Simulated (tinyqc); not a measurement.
Precursor delivery and alloy composition in metal-organic vapour-phase epitaxy: one step, computed by the program tinyqc.

Carrier gas leaves each bubbler saturated. Group-III species cross a boundary layer and react at the surface; element 2 can also desorb. The film is (1)_(1-x) (2)_x V with a zinc-blende cell.

Task: Molar flows. Temperatures in kelvin are T(C) + 273.15. Vapour pressure p_v = 10^(a - b/T); precursor flow = carrier flow x p_v/(p_b - p_v); 1 sccm = 44.615 micromol/min; V/III = hydride flow over the sum of both; gas share x_g = F2/(F1 + F2).

Inputs (values chosen for the exercise, close to those used for AlGaAs from TMAl and TMGa):
```
quantity,value,unit
source 1: a in log10(p/torr) = a - b/T,8.22,-
source 1: b,2134,K
source 1: bath temperature,23,C
source 1: carrier flow,31,sccm
source 2: a,8.07,-
source 2: b,1703,K
source 2: bath temperature,-1,C
source 2: carrier flow,44,sccm
bubbler pressure p_b,760,torr
group-V hydride flow,48,sccm
```

Give: vapour pressures; molar flows; V/III ratio; gas share x_g.

Result:

vapour pressures (torr): source 1 10.332, source 2 64.926

molar flows (micromol/min): F1 19.062, F2 183.37

V/III ratio = 10.579

gas share x_g = 0.90583

The slope of F2 with the temperature of bath 2 is b ln(10)/T^2 x p_b/(p_b - p_v) = 5.8 % per kelvin. Caution: trimethylaluminium is largely a dimer in the vapour, which would double its metal flow; it is counted as a monomer here.
